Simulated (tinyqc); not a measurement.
## Biaxially strained (001) channel, valley splitting in an inversion layer: effect of the temperature

A thin layer grown on a relaxed buffer is stretched in the plane. The two valleys with their long axis along the growth direction (D2) sink against the four in-plane ones (D4); confinement in a triangular well splits them too. Only the lowest subband of each set is kept; one relaxation time, so the weakening of intervalley scattering is left out.

e_par = b1 x, e_perp = -2 (c12/c11) e_par, splitting D = Xu (e_par - e_perp), in-plane stress (c11 + c12 - 2 c12^2/c11) e_par. Levels E(m) = 2.33811 (hbar^2 q^2 F^2/(2 m))^(1/3): E2 = E(ml), E4 = E(mt) + D; N2 = 2 mt kB T/(pi hbar^2), N4 = 4 sqrt(mt ml) kB T/(pi hbar^2). EF solves Ns = N2 ln(1 + exp((EF - E2)/Vt)) + N4 ln(1 + exp((EF - E4)/Vt)); f2 is the share in D2, and 1/mc = f2/mt + (1 - f2)(1/mt + 1/ml)/2. The gain is mc(x = 0)/mc.

Parameters, values chosen for the exercise; values close to those of silicon on relaxed silicon-germanium: germanium share of the relaxed buffer x = 0.09; lattice mismatch per unit x b1 = 0.0418; elastic constant c11 = 168 GPa; elastic constant c12 = 65.8 GPa; shear deformation potential Xu = 9.03 eV; longitudinal mass ml = 0.917 m0; transverse mass mt = 0.192 m0; confining field F = 0.83 MV/cm; inversion density Ns = 4.4e12 cm^-2.

Constants: q = 1.602176634e-19 C, kB = 1.380649e-23 J/K, hbar = 1.054571817e-34 J s, m0 = 9.1093837015e-31 kg, Vt = kB T/q, hbar^2/(2 m0) = 0.0380998212 eV nm^2. Results are converted to the units shown.

The same in every row: D (meV) = 60.581.

Result of one run:

| T (K) | f2 without strain | f2 | mc (m0) | gain |
|---|---|---|---|---|
| 240 | 0.94952 | 0.99704 | 0.19223 | 1.0192 |

What becomes of these results when the temperature T is changed from 240 to 465 K, all else the same?

Result of the changed run:

| T (K) | f2 without strain | f2 | mc (m0) | gain |
|---|---|---|---|---|
| 465 | 0.71564 | 0.91259 | 0.19887 | 1.0877 |

The whole series:

| T (K) | f2 without strain | f2 | mc (m0) | gain |
|---|---|---|---|---|
| 150 | 0.99570 | 0.99996 | 0.19200 | 1.0017 |
| 195 | 0.98010 | 0.99944 | 0.19204 | 1.0077 |
| 240 | 0.94952 | 0.99704 | 0.19223 | 1.0192 |
| 285 | 0.90718 | 0.99081 | 0.19270 | 1.0343 |
| 330 | 0.85872 | 0.97927 | 0.19359 | 1.0505 |
| 375 | 0.80886 | 0.96192 | 0.19493 | 1.0655 |
| 420 | 0.76063 | 0.93932 | 0.19672 | 1.0780 |
| 465 | 0.71564 | 0.91259 | 0.19887 | 1.0877 |

As T goes from 150 to 465 K, f2 falls from 1.00 to 0.913 (without strain: it falls from 0.996 to 0.716) and the gain rises from 1.00 to 1.09.

Program tinyqc, `OMP_NUM_THREADS=1 python tinyqc.py 2530052 2530053 out.jsonl`; Intel Xeon 2.30GHz, shared host, one thread, about 0.02 s.
